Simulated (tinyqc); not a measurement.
The flat edge band: zigzag graphene nanoribbon in tight binding.

A zigzag ribbon of N chains, sites A1, B1, A2, ..., BN across it. For each k it is a chain with bonds -2t cos(k/2) (A_n to B_n) and -t (B_n to A_(n+1)), and +D, -D on A and B. A1 and BN are the edge sites; the Dirac points project to k = 2 pi/3.

Parameters, chosen for this exercise (out of a larger set: near those used for graphene; not measured data):
```
symbol  value  unit  meaning
t       2.64   eV    hopping
D       0.19   eV    sublattice potential, +D on A and -D on B
Nw      11           chains, N of this table
```

A ribbon of N = Nw chains: lowest positive level, next level, and weight on the two edge sites per state of the middle pair, along k.

Along k:
```
k/pi  2 cos(k/2)  lowest level (eV)  next (eV)  edge weight
0.50      1.4142            1.31136     1.8219        0.060
0.60      1.1756            0.75208     1.3457        0.099
0.65      1.0450            0.48583     1.1440        0.147
0.70      0.9080            0.28115     1.0199        0.248
0.75      0.7654            0.19877     1.0403        0.422
0.80      0.6180            0.19018     1.2276        0.618
0.85      0.4669            0.19000     1.5244        0.782
0.90      0.3129            0.19000     1.8757        0.902
0.95      0.1569            0.19000     2.2542        0.975
1.00      0.0000            0.19000     2.6468        1.000
```

Beyond k = 2 pi/3 the lowest level sinks towards D = 0.19 eV: it is within 1 meV of that from k/pi = 0.80 on. The edge weight grows from 0.25 at 0.70 to 1 at pi, where the chain breaks into dimers and the next level is sqrt(t^2 + D^2) = 2.6468 eV. So flat a band is sensitive to interactions, which this model leaves out; they matter once they exceed the splitting of the middle pair (2D, or for D = 0 only the small overlap of the two edges).

Computed by tinyqc, a small Python program: `OMP_NUM_THREADS=1 python tinyqc.py 1452029 1452030 out.jsonl` (the numbers bound the seed that draws the inputs); one thread of a shared host (Intel(R) Xeon(R) Processor @ 2.30GHz), about 0.01 s for the whole set of steps.
